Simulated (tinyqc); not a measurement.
Hueckel theory of the pi electrons with the omega technique, for the molecule BC(=C)C=CC(=C)F (SMILES; centres numbered as the heavy atoms are written), step by step. One step of it, computed by the program tinyqc.

Problem. Energy, charges, bond orders. E = sum n x; q_r = z_r - P_rr; bond order p = P_rs; free valence = sqrt(3) - sum of p over the bonds of the atom.

final x values: 3.228101  1.798810  1.235083  0.461084  -0.381741  -0.866388  -1.519668  -1.955281

occupations: 2.000000  2.000000  2.000000  2.000000  0.000000  0.000000  0.000000  0.000000

final P, lower triangle:
```
,1B,2C,3C,4C,5C,6C,7C,8F
1B,0.080072
2C,0.278847,1.005175
3C,0.256860,0.836640,0.941195
4C,0.082626,0.463919,-0.040884,0.998073
5C,-0.046215,0.005240,-0.375977,0.791490,0.995957
6C,-0.027301,-0.080823,0.017299,0.000779,0.474833,0.986019
7C,0.015466,-0.015029,0.295410,-0.386761,0.027336,0.860698,1.019363
8F,0.007240,0.015606,0.001184,-0.015333,-0.061573,0.161118,-0.144083,1.974144
```

Centres:
```
centre,"z_r, pi electrons of the neutral centre",h
1B,0,-1.000000
2C,1,0.000000
3C,1,0.000000
4C,1,0.000000
5C,1,0.000000
6C,1,0.000000
7C,1,0.000000
8F,2,3.000000
```

Bonds:
```
i,j,k
1,2,0.700000
2,3,1
2,4,1
4,5,1
5,6,1
6,7,1
6,8,0.700000
```

Give: pi energy = 8 alpha + this times beta; pi charges; Bond orders and lengths from R = 1.517 - 0.180 p; free valence of the carbons; gap between the highest filled and the next level.

Solution.

pi energy = 8 alpha + this times beta = 13.4462

pi charges: 1B -0.0801, 2C -0.0052, 3C 0.0588, 4C 0.0019, 5C 0.0040, 6C 0.0140, 7C -0.0194, 8F 0.0259

Bond orders and lengths from R = 1.517 - 0.180 p (angstrom, C-C alone):
```
bond,p,R
1-2,0.2788,-
2-3,0.8366,1.3664
2-4,0.4639,1.4335
4-5,0.7915,1.3745
5-6,0.4748,1.4315
6-7,0.8607,1.3621
6-8,0.1611,-
```

free valence of the carbons: 2C 0.1526, 3C 0.8954, 4C 0.4766, 5C 0.4657, 6C 0.2354, 7C 0.8714

gap between the highest filled and the next level = 0.8428 |beta|
